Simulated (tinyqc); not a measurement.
CMOS latch-up, two-transistor model: two steps of the calculation.

A parasitic pnp (emitter at Vdd, base shunted by Rw) and npn (emitter at ground, base shunted by Rs) feed each other: the npn collector current flows out of the pnp base node, the pnp collector current into the npn base node. Forward-active transistors with constant gains: Icn = Isn exp(Vn/Vt), Icp = Isp (exp(Vp/Vt) - 1). A current Ii is injected into the npn base node.

Parameters, values chosen for the exercise; values close to those of bulk CMOS:
```
symbol,value,unit,meaning
T,273,K,temperature
bn,20.5,,current gain of the npn
bp,2.1,,current gain of the pnp
Isn,8.5e-17,A,saturation current of the npn at T
Isp,8.1e-18,A,saturation current of the pnp at T
Rs,140,ohm,substrate resistance shunting the npn
Rw,420,ohm,well resistance shunting the pnp
R2,130,ohm,resistance from the pnp collector to the npn base
Von,0.78,V,base-emitter voltage in the on state
Vsat,0.12,V,saturation voltage
Vdd,2.5,V,supply voltage
Ii,4.18,mA,current injected into the substrate
```

Constants: q = 1.602176634e-19 C, kB = 1.380649e-23 J/K, Vt = kB T/q. Results are converted to the units shown.

Task 1. Holding current and voltage. On state with both base-emitter voltages at Von: npn base current Ib = (Von/Rs + bp Von/Rw)/(bn bp - 1), holding current Ih = (bn + 1) Ib + Von/Rs, holding voltage Vh = Vsat + Von + R2 (Ib + Von/Rs).

Find: bn bp; Ib; Ih; Vh.

Result 1.

bn bp = 43.050
Ib = 0.22524 mA
Ih = 10.414 mA
Vh = 1.6536 V

Vh is below Vdd = 2.5 V, so the supply can sustain a latched state.

Task 2. The off branch. Node equations: Vp/Rw + Icp/bp = Icn and Vn/Rs + Icn/bn = Icp + Ii. Loop gain G = gn gp/[(1/Rw + gp/bp)(1/Rs + gn/bn)], gn = Icn/Vt, gp = (Icp + Isp)/Vt; the off state ends where G = 1, and Ii there is the trigger current. For each Vn: Icn, then Vp from the first equation, then Ii from the second.

Vn, point 0 to 7 (V): 0.518  0.598  0.648  0.678  0.698  0.718  0.733  0.748

Wanted: Icn; Vp; Icp; Ii; G.

Result 2.

```
point  Icn (mA)    Vp (V)   Icp (mA)  Ii (mA)          G
0      3.105e-4  1.304e-4  4.503e-17    3.700  2.687e-16
1      0.009310  0.003910  1.465e-15    4.272  9.435e-15
2       0.07798   0.03275  2.449e-14    4.632  2.640e-13
3        0.2791    0.1172  1.174e-12    4.856  3.243e-11
4        0.6531    0.2743  9.389e-10    5.018   5.477e-8
5         1.528    0.6408   0.005474    5.198     0.5883
6         2.892    0.7815      2.165    3.212      18.63
7         5.471    0.8105      7.436   -1.826      26.00
```

Ii peaks at 5.199 mA, at Vn = 0.7185 V where G = 1; beyond it the loop feeds itself.

Numbers from tinyqc (`OMP_NUM_THREADS=1 python tinyqc.py 2670051 2670052 out.jsonl`; about 0.04 s on one thread of a shared Intel Xeon 2.30GHz).
